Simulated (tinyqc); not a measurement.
What moves the results: polar nitride quantum well with polarisation fields. A value that a table varies takes the place of the one given here.

Growth along [0001]. e_par = (a_sub - a)/a, Ppz = 2 e_par (e31 - e33 C13/C33), P = Psp + Ppz in each layer; strain relaxation and the strain shift of the gaps are left out, although thick layers with more than about 1 % mismatch would relax.

In a periodic stack without free charge the potential drop over a period vanishes: F_w = (P_b - P_w) Lb/(eps0 (eps_w Lb + eps_b Lw)), F_b = -F_w Lw/Lb, eps0 = 8.8541878e-12 F/m; 1 MV/cm = 1e8 V/m = 0.01 V/angstrom.

Envelope functions on cells of 0.25 angstrom over barrier, well, barrier (widths Lb, Lw, Lb), psi = 0 beyond, psi'/m continuous (mean mass between points), c = hbar^2/2m0. With u(z) the integral of e F (F_w in the well, F_b = -F_w Lw/Lb in the barriers, 1 MV/cm = 0.01 V/angstrom), zero at the centre of the well, the electron sees u plus Vc in the barriers and the hole -u plus Vv. The transition is Eg + E_e + E_h; excitons are left out.

Constants: hbar^2/2m0 = 3.80998211 eV angstrom^2; hc = 1239.841984 eV nm.

Inputs chosen for the exercise (near those of a GaN well in AlGaN; not measured data): a_w = 3.189 angstrom (lattice constant a, well); a_b = 3.168 angstrom (lattice constant a, barrier); a_sub = 3.189 angstrom (in-plane lattice constant of the stack); Psp_w = -0.0329 C/m^2 (spontaneous polarisation); Psp_b = -0.0442 C/m^2 (spontaneous polarisation); e31_w = -0.335 C/m^2; e31_b = -0.405 C/m^2; e33_w = 0.686 C/m^2; e33_b = 0.855 C/m^2; C_w = 0.262 (C13/C33); C_b = 0.276 (C13/C33); eps_w = 10.4 (dielectric constant); eps_b = 10.3 (dielectric constant); Lb = 90 angstrom (barrier width); Eg = 3.44 eV (gap of the well); Vc = 0.406 eV (conduction offset); Vv = 0.191 eV (valence offset); me = 0.2 m0 (electron, well); meb = 0.232 m0 (electron, barrier); mh = 1.83 m0 (hole, everywhere); Ls = (10, 14, 20, 28, 38, 50) angstrom (well widths); Lw = 24 angstrom (well width).

## Width of the well

Field, levels and overlap anew for each width.

Results:

| Lw (angstrom) | F_w (MV/cm) | E (eV) | E without field (eV) | overlap^2 | ln overlap^2 |
|---|---|---|---|---|---|
| 10 | -1.937 | 3.7448 | 3.7768 | 0.665 | -0.41 |
| 14 | -1.863 | 3.6424 | 3.6960 | 0.576 | -0.55 |
| 20 | -1.762 | 3.5205 | 3.6175 | 0.361 | -1.02 |
| 28 | -1.644 | 3.3915 | 3.5576 | 0.137 | -1.99 |
| 38 | -1.516 | 3.2589 | 3.5171 | 0.0266 | -3.63 |
| 50 | -1.387 | 3.1249 | 3.4910 | 0.00229 | -6.08 |

The red shift grows from 32 to 366 meV. The line drops below Eg between 20 and 28 angstrom, which a square well can never do. Over the last two rows dE/dLw = -11.2 meV per angstrom, against -|e F_w| = -13.9 in the last row; the field itself weakens by 28 % over the table, since a wider well shares the drop with the barrier. The overlap falls by a factor 290.

## Screening the field

F_w = -1.7008 MV/cm

Carriers or a semipolar orientation reduce the field; here it is simply scaled in well and barrier.

Results:

| share of the field | F_w (MV/cm) | E (eV) | nm | overlap^2 | separation (angstrom) |
|---|---|---|---|---|---|
| 1.0 | -1.701 | 3.4525 | 359.1 | 0.23 | 14.1 |
| 0.8 | -1.361 | 3.4927 | 355.0 | 0.33 | 12.4 |
| 0.6 | -1.020 | 3.5278 | 351.4 | 0.47 | 10.4 |
| 0.4 | -0.680 | 3.5563 | 348.6 | 0.64 | 7.8 |
| 0.2 | -0.340 | 3.5759 | 346.7 | 0.84 | 4.4 |
| 0.0 | 0.000 | 3.5831 | 346.0 | 0.94 | 0.0 |

Full screening shifts the line by -13.1 nm (+131 meV). The first fifth of the screening gives 40 meV and the last fifth 7 meV; a purely quadratic shift would give a ratio of 9, a linear one 1, and here it is 5.6.

## What each parameter does

Polarisation, field, levels and overlap anew. Each row changes one parameter from the base and keeps the others.

Results:

| case | F_w (MV/cm) | E (eV) | overlap^2 | red shift (meV) |
|---|---|---|---|---|
| base | -1.701 | 3.4525 | 0.23 | 131 |
| Lw = 29 angstrom | -1.630 | 3.3771 | 0.12 | 175 |
| Lb = 115 angstrom | -1.782 | 3.4409 | 0.21 | 142 |
| a_sub = 3.179 angstrom | -1.630 | 3.4612 | 0.25 | 122 |
| Psp_b = -0.0486 C/m^2 | -2.079 | 3.4030 | 0.16 | 180 |
| e33_w = 0.755 C/m^2 | -1.701 | 3.4525 | 0.23 | 131 |
| eps_w = 11.4 | -1.581 | 3.4673 | 0.26 | 116 |
| mh = 1.28 m0 | -1.701 | 3.4650 | 0.27 | 125 |
| Vc = 0.345 eV | -1.701 | 3.4394 | 0.21 | 136 |

The largest shifts from the base row, up to three for each result and ties (the steps differ in size, so this ranks the rows, not the parameters). F_w (MV/cm): Psp_b -0.378, eps_w +0.120, Lb -0.081; unchanged at the printed digits by e33_w, mh and Vc. E (eV): Lw -0.0754, Psp_b -0.0496, eps_w +0.0147; unchanged at the printed digits by e33_w. overlap^2: Lw -0.113, Psp_b -0.0754, mh +0.0361; unchanged at the printed digits by e33_w. red shift (meV): Psp_b +50, Lw +45, eps_w -15; unchanged at the printed digits by e33_w.

Computed by tinyqc, a small Python program: `OMP_NUM_THREADS=1 python tinyqc.py 1281311 1281312 out.jsonl` (the numbers bound the seed that draws the inputs); one thread of a shared host (Intel(R) Xeon(R) Processor @ 2.30GHz), about 0.1 s for the whole set of steps.
